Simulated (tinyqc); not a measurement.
Threshold of a short bulk MOSFET: charge sharing, barrier lowering, narrow width: one step of the calculation.

n-channel device on a p-type body, depletion approximation, full ionisation. Uniform doping N = Na. Vbi from Boltzmann statistics is rough for the degenerate source. Cox = eps0 eox/tox.

Task. Long-channel threshold and scales. ni = sqrt(Nc Nv) exp(-Eg/(2 Vt)), Eg in volts; 2 pB = 2 Vt ln(N/ni); flat band Vfb - Vt ln(N/Na); Wd = sqrt(2 eps0 eps_r (2 pB - Vbs)/(q N)); body term q N Wd/Cox; long-channel VT0 = flat band + 2 pB + body term; Vbi = Vt ln(N Nsd/ni^2); scale length l = sqrt((eps_r/eox) tox Wd).

Parameters, values chosen for the exercise; band and dielectric values close to those of silicon: temperature T = 300 K; band gap Eg = 1.13 eV; relative permittivity eps_r = 11.5; conduction-band density of states at T Nc = 2.77e19 cm^-3; valence-band density of states at T Nv = 2.64e19 cm^-3; relative permittivity of the gate insulator (close to silicon dioxide) eox = 3.9; insulator thickness tox = 2.1 nm; channel doping Na = 5.8e16 cm^-3; source and drain doping Nsd = 1e20 cm^-3; flat-band voltage for the doping Na Vfb = -0.87 V; body-source voltage Vbs = 0 V.

Constants: q = 1.602176634e-19 C, kB = 1.380649e-23 J/K, Vt = kB T/q, eps0 = 8.8541878128e-14 F/cm where lengths are in cm. Results are converted to the units shown.

Wanted: N; 2 pB; flat band; Wd; body term; VT0; Vbi; l.

Result.

N = 5.8000e16 cm^-3
2 pB = 0.81229 V
flat band = -0.87000 V
Wd = 133.42 nm
body term = 0.075400 V
VT0 = 0.017694 V
Vbi = 1.0050 V
l = 28.743 nm

Numbers from tinyqc (`OMP_NUM_THREADS=1 python tinyqc.py 2002099 2002100 out.jsonl`; about 0.01 s on one thread of a shared Intel Xeon 2.30GHz).
